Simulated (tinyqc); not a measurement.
Worked calculation: LDA (PW92) atom on a uniform radial grid, spin-unpolarised, for Li. Computed by tinyqc, a small Python program that keeps every step. Settings: Z = 3, points = 256, R = 12.3, functional = lda,pw, mixing = 1.0, iteration cap = 75. Command: `OMP_NUM_THREADS=1 python tinyqc.py 23762 23763 out.jsonl` (the two numbers bound the seeds that draw the settings). One thread of a shared host (Intel(R) Xeon(R) Processor @ 2.60GHz), about 0.3 s of CPU time with the checks. Later iterations appear only in the table of the cycle.

## Iteration 1

Spherical atom on a uniform radial grid r_j = j h with h = R/(N + 1), h sum u^2 = 1 and integrals as h times sums, u(0) = u(R) = 0 (atomic units):
```
parameter,value
Z,3
points N,256
R,12.300000
h,0.047860
mixing,1.000000
electrons in 1s,2
electrons in 2s,1
```

Three-point differences turn -u''/2 + [l(l+1)/2r^2 - Z/r + V] u = e u into a tridiagonal matrix (diagonal 1/h^2 + potential, off-diagonal -1/2h^2). D = sum f u^2; the Hartree potential y/r solves y'' = -D/r with y(0) = 0, y(R) = N_e; v_xc comes from rho = D/(4 pi r^2); E = sum f e - int D V + int D (V_H/2 + eps_xc); V(new) = V + mixing (V_H + v_xc - V).

eigenvalues (hartree): 1s -4.4770, 2s -1.1236

Every 16th grid point:
```
r,V in,u(1s),u(2s),D,V_H,v_xc
0.7658,0.0000,0.8022,-0.1303,1.3041,3.0999,-0.6179
1.5315,0.0000,0.1626,-0.7329,0.5900,1.8136,-0.3160
2.2973,0.0000,0.0247,-0.6585,0.4348,1.2797,-0.2254
3.0630,0.0000,0.0033,-0.4097,0.1678,0.9752,-0.1426
3.8288,0.0000,4.23e-04,-0.2145,0.0460,0.7829,-0.0848
4.5946,0.0000,5.14e-05,-0.1015,0.0103,0.6529,-0.0486
5.3603,0.0000,6.08e-06,-0.0449,0.0020,0.5597,-0.0270
6.1261,0.0000,7.04e-07,-0.0189,3.59e-04,0.4897,-0.0146
6.8918,0.0000,8.02e-08,-0.0077,5.95e-05,0.4353,-0.0078
7.6576,0.0000,9.03e-09,-0.0031,9.33e-06,0.3918,-0.0040
8.4233,0.0000,1.01e-09,-0.0012,1.40e-06,0.3562,-0.0021
9.1891,0.0000,1.11e-10,-4.50e-04,2.03e-07,0.3265,-0.0010
9.9549,0.0000,1.22e-11,-1.68e-04,2.83e-08,0.3014,-0.0005
10.7206,0.0000,0,-6.14e-05,3.77e-09,0.2798,-2.57e-04
11.4864,0.0000,0,-2.02e-05,4.07e-10,0.2612,-1.18e-04
12.2521,0.0000,0,-9.87e-07,0,0.2449,0.0000
```

total energy = -6.874974 hartree

## Iteration 2

As before.

eigenvalues (hartree): 1s -1.3855, 2s -0.0190

Every 16th grid point:
```
r,V in,u(1s),u(2s),D,V_H,v_xc
0.7658,2.4820,0.8725,0.0623,1.5264,2.6767,-0.6490
1.5315,1.4976,0.3226,-0.2134,0.2537,1.5653,-0.2447
2.2973,1.0543,0.1030,-0.3917,0.1747,1.1259,-0.1714
3.0630,0.8326,0.0311,-0.4657,0.2188,0.8909,-0.1543
3.8288,0.6981,0.0091,-0.4694,0.2205,0.7391,-0.1354
4.5946,0.6043,0.0026,-0.4356,0.1898,0.6305,-0.1161
5.3603,0.5327,0.0007,-0.3858,0.1489,0.5485,-0.0985
6.1261,0.4751,2.08e-04,-0.3319,0.1102,0.4842,-0.0831
6.8918,0.4275,5.83e-05,-0.2794,0.0781,0.4327,-0.0699
7.6576,0.3877,1.63e-05,-0.2305,0.0531,0.3906,-0.0585
8.4233,0.3541,4.57e-06,-0.1856,0.0344,0.3557,-0.0485
9.1891,0.3254,1.28e-06,-0.1443,0.0208,0.3263,-0.0395
9.9549,0.3008,3.58e-07,-0.1060,0.0112,0.3013,-0.0313
10.7206,0.2796,9.95e-08,-0.0701,0.0049,0.2798,-0.0232
11.4864,0.2611,2.61e-08,-0.0357,0.0013,0.2612,-0.0147
12.2521,0.2449,1.15e-09,-0.0021,4.37e-06,0.2449,-0.0023
```

total energy = -7.262218 hartree

## Iteration 3

As before.

eigenvalues (hartree): 1s -1.9955, 2s -0.1218

Every 16th grid point:
```
r,V in,u(1s),u(2s),D,V_H,v_xc
0.7658,2.0277,0.8564,0.0305,1.4678,2.7806,-0.6411
1.5315,1.3206,0.2613,-0.3106,0.2330,1.6149,-0.2385
2.2973,0.9545,0.0663,-0.4816,0.2407,1.1635,-0.1887
3.0630,0.7366,0.0159,-0.5224,0.2734,0.9177,-0.1650
3.8288,0.6037,0.0037,-0.4878,0.2379,0.7567,-0.1385
4.5946,0.5145,0.0009,-0.4187,0.1753,0.6413,-0.1134
5.3603,0.4500,1.93e-04,-0.3404,0.1159,0.5547,-0.0914
6.1261,0.4011,4.34e-05,-0.2663,0.0709,0.4877,-0.0729
6.8918,0.3628,9.69e-06,-0.2023,0.0409,0.4345,-0.0576
7.6576,0.3321,2.15e-06,-0.1499,0.0225,0.3915,-0.0452
8.4233,0.3072,4.75e-07,-0.1082,0.0117,0.3560,-0.0350
9.1891,0.2868,1.05e-07,-0.0759,0.0058,0.3264,-0.0268
9.9549,0.2701,2.30e-08,-0.0508,0.0026,0.3014,-0.0199
10.7206,0.2566,5.01e-09,-0.0311,0.0010,0.2798,-0.0141
11.4864,0.2465,1.05e-09,-0.0150,2.26e-04,0.2612,-0.0086
12.2521,0.2425,4.13e-11,-0.0009,7.45e-07,0.2449,-0.0013
```

total energy = -7.289801 hartree

## Convergence

Stop when input and output potentials agree to 1e-7.

Course of the cycle (hartree):
```
iteration,E,e(1s),e(2s),largest |V(out) - V(in)|
1,-6.874974,-4.4770,-1.1236,4.26e+00
2,-7.262218,-1.3855,-0.0190,1.14e+00
3,-7.289801,-1.9955,-0.1218,3.27e-01
4,-7.291843,-1.8263,-0.1005,8.90e-02
5,-7.291993,-1.8707,-0.1055,2.41e-02
6,-7.292004,-1.8588,-0.1042,6.56e-03
7,-7.292005,-1.8620,-0.1046,1.78e-03
8,-7.292005,-1.8611,-0.1045,4.85e-04
9,-7.292005,-1.8614,-0.1045,1.32e-04
10,-7.292005,-1.8613,-0.1045,3.58e-05
11,-7.292005,-1.8613,-0.1045,9.74e-06
12,-7.292005,-1.8613,-0.1045,2.65e-06
13,-7.292005,-1.8613,-0.1045,7.20e-07
14,-7.292005,-1.8613,-0.1045,1.96e-07
15,-7.292005,-1.8613,-0.1045,5.32e-08
```

Converged in 15 iterations. A uniform grid resolves the cusp poorly: for a bare nucleus this grid gives 1s at -4.47704 against -Z^2/2 = -4.5 hartree. Before convergence this energy mixes input and output and is not variational, so it may rise towards its limit.
